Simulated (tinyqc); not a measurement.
# Inputs raised by 2 %, one at a time

Model: Holstein polaron on two sites. Computed by tinyqc, a small Python program. Command: `OMP_NUM_THREADS=1 python tinyqc.py 3026260 3026261 out.jsonl holstein sens`. One thread of a shared host (Intel(R) Xeon(R) Processor @ 2.30GHz), about 0.02 s of CPU time with the checks.

One electron on sites 1 and 2: H = -t (c1+ c2 + c2+ c1) + hbar omega sum_i b_i+ b_i - g hbar omega sum_i n_i (b_i + b_i+). The symmetric phonon shifts the energy by -g^2 hbar omega/2 and drops out; with b = (b_1 - b_2)/sqrt(2) there remains H = -t sigma_x + hbar omega b+ b - (g hbar omega/sqrt(2)) sigma_z (b + b+). Parity splits it into blocks p = +1 and -1 over phonon numbers n. Zero-point energies are left out. Weights Z refer to mode b alone; the displaced symmetric mode multiplies the full zero-phonon weight by exp(-g^2/2).

Inputs (values chosen for the exercise, for a model dimer):
```
quantity                  value  unit
hopping t                    12   meV
phonon energy hbar omega   49.8   meV
coupling g                 1.48     -
temperature T               100     K
```

Constants: hbar = 6.582119569e-16 eV s; k_B = 8.617333262e-05 eV/K.

Method:
- Polaron binding energy E_p = g^2 hbar omega; ratio E_p/t (the adiabatic potential has two wells when it exceeds 1); adiabaticity hbar omega/t.
- Block p: H_nn = n hbar omega - p t (-1)^n - g^2 hbar omega/2, H_(n,n+1) = -(g hbar omega/sqrt(2)) sqrt(n + 1).
- Use 60 levels in both blocks; Z = c_0^2 is the weight of n = 0 in the ground state c; the splitting is the lowest odd level less the lowest even one, which without coupling is the smaller of 2t and hbar omega; <sigma_x> = sum (-1)^n c_n^2 measures the kinetic energy.
- Nonadiabatic high-temperature (Marcus-Holstein) rate with reorganisation energy Lambda = 2 E_p, where E_p = g^2 hbar omega is the polaron binding energy: k = (t^2/hbar) sqrt(pi/(Lambda k_B T)) exp(-Lambda/(4 k_B T)); the adiabatic barrier is Lambda/4 - t + t^2/Lambda for E_p > t.

Runs:
```
input moved                     from      to  weight Z of n = 0 in mode b  splitting (meV)  <sigma_x>  rate k (1/s)
base run                           -       -                      0.41934           2.7068    0.25581    1.5950e+10
hopping t (meV)                   12   12.24                      0.42116           2.7618    0.25869    1.6594e+10
phonon energy hbar omega (meV)  49.8  50.796                      0.41756           2.7060    0.25298    1.3915e+10
coupling g                      1.48  1.5096                      0.40050           2.4805    0.24088    1.2109e+10
temperature T (K)                100     102                      0.41934           2.7068    0.25581    1.7879e+10
```

Exponents ln(y'/y) / ln(x'/x):
```
input                     weight Z of n = 0 in mode b  splitting  <sigma_x>   rate k
hopping t                                       0.218      1.016      0.566    2.000
phonon energy hbar omega                       -0.214     -0.015     -0.561   -6.892
coupling g                                     -2.321     -4.409     -3.037  -13.912
temperature T                                   0.000      0.000      0.000    5.767
```

To which inputs is each result most sensitive?

Among the inputs moved here: weight Z of n = 0 in mode b answers most in size to coupling g (exponent -2.321), next to hopping t (+0.218); its exponent is below 0.0005 for temperature T. splitting answers most in size to coupling g (exponent -4.409), next to hopping t (+1.016); its exponent is below 0.0005 for temperature T. Its exponent +1.016 in hopping t: the ratio splitting/(2t) hardly changes with t near this point. <sigma_x> answers most in size to coupling g (exponent -3.037), next to hopping t (+0.566); its exponent is below 0.0005 for temperature T. rate k answers most in size to coupling g (exponent -13.912), next to phonon energy hbar omega (-6.892). Its exponent +2.000 in hopping t: the golden-rule t^2.

Caution (all rows): k_B T lies below hbar omega/2, so nuclear tunnelling, left out of this classical rate, makes the true rate larger.
